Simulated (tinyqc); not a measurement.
# Inputs raised by 10 %, one at a time

Model: current of a Schottky diode by thermionic-emission-diffusion theory, and its read-back from I-V-T and C-V data. Computed by tinyqc, a small Python program. Command: `OMP_NUM_THREADS=1 python tinyqc.py 3017471 3017472 out.jsonl schottky sens`. One thread of a shared host (Intel(R) Xeon(R) Processor @ 2.30GHz), about 0.01 s of CPU time with the checks.

Full ionisation, no tunnelling, no recombination current. V is the voltage across the junction itself, forward positive.

Inputs (values chosen for the exercise, modelled on n-type Ga2O3):

| quantity | value | unit |
|---|---|---|
| Richardson constant A* | 32.4 | A/(cm^2 K^2) |
| effective density of states at 300 K, N_c | 3.7e+18 | 1/cm^3 |
| permittivity eps | 10.2 | - |
| mobility mu | 150 | cm^2/(V s) |
| barrier without image force phi_0 (mean) | 1.15 | eV |
| doping N | 1.9e+17 | 1/cm^3 |
| series resistance R_s | 0.16 | milliohm cm^2 |
| junction voltage V | 0.49 | V |
| temperature T | 423 | K |
| standard deviation sigma | 91 | meV |
| relative change of sigma^2 with bias, rho | 0.72 | 1/V |

Barrier: Gaussian spread of heights.

Constants: k_B = 8.617333262e-05 eV/K; e = 1.602176634e-19 C; eps_0 = 8.8541878128e-12 F/m.

Method:
- N_c(T) = N_c (T/300 K)^(3/2); V_bi = phi_0 - (k_B T/e) ln(N_c(T)/N); surface field F = sqrt(2 e N (V_bi - V - k_B T/e)/(eps eps_0)); image lowering d_phi = sqrt(e F/(4 pi eps eps_0)); effective barrier phi = phi_0 - d_phi - sigma^2 (1 - rho V)/(2 k_B T).
- Collection velocity v_R = A* T^2/(e N_c(T)); diffusion velocity v_D = mu F; J = e N_c(T) v_R/(1 + v_R/v_D) exp(-phi/k_B T) [exp(e V/k_B T) - 1].
- Terminal voltage V + J R_s.
- Ideality n = (e/k_B T)/(d ln J/dV) by a central difference of +/- 1 mV; J_0 = J exp(-e V/(n k_B T)); apparent barrier phi_IV = k_B T ln(A* T^2/J_0); a C-V plot gives phi_CV = phi_0, the mean without lowering.

Runs:

| input moved | from | to | current density J (A/cm^2) | ideality factor n | apparent barrier phi_IV (eV) | image lowering (meV) |
|---|---|---|---|---|---|---|
| base run | - | - | 1.9831 | 1.1284 | 0.9769 | 50.822 |
| barrier without image force phi_0 (mean) (eV) | 1.15 | 1.265 | 0.0927 | 1.1217 | 1.0912 | 53.539 |
| doping N (1/cm^3) | 1.9e+17 | 2.09e+17 | 2.0741 | 1.1286 | 0.9752 | 52.138 |
| mobility mu (cm^2/(V s)) | 150 | 165 | 2.0152 | 1.1278 | 0.9766 | 50.822 |
| Richardson constant A* (A/(cm^2 K^2)) | 32.4 | 35.64 | 2.1438 | 1.1291 | 0.9773 | 50.822 |
| junction voltage V (V) | 0.49 | 0.539 | 6.5137 | 1.1324 | 0.9753 | 49.519 |
| standard deviation sigma (meV) | 91 | 100.1 | 3.0288 | 1.1507 | 0.9531 | 50.822 |

Exponents ln(y'/y) / ln(x'/x):

| input | current density J | ideality factor n | apparent barrier phi_IV | image lowering |
|---|---|---|---|---|
| barrier without image force phi_0 (mean) | -32.136 | -0.063 | 1.161 | 0.546 |
| doping N | 0.471 | 0.002 | -0.018 | 0.268 |
| mobility mu | 0.169 | -0.006 | -0.004 | 0.000 |
| Richardson constant A* | 0.817 | 0.006 | 0.004 | 0.000 |
| junction voltage V | 12.478 | 0.037 | -0.017 | -0.273 |
| standard deviation sigma | 4.444 | 0.205 | -0.259 | 0.000 |

Among the inputs moved here: current density J answers most in size to barrier without image force phi_0 (mean) (exponent -32.136), next to junction voltage V (+12.478). Ideality factor n answers most in size to standard deviation sigma (exponent +0.205), next to barrier without image force phi_0 (mean) (-0.063). Apparent barrier phi_IV answers most in size to barrier without image force phi_0 (mean) (exponent +1.161), next to standard deviation sigma (-0.259). Image lowering answers most in size to barrier without image force phi_0 (mean) (exponent +0.546), next to junction voltage V (-0.273); its exponent is below 0.0005 for mobility mu, Richardson constant A*, standard deviation sigma. Its exponent +0.268 in doping N: F grows as N^(1/2) and the lowering as F^(1/2).
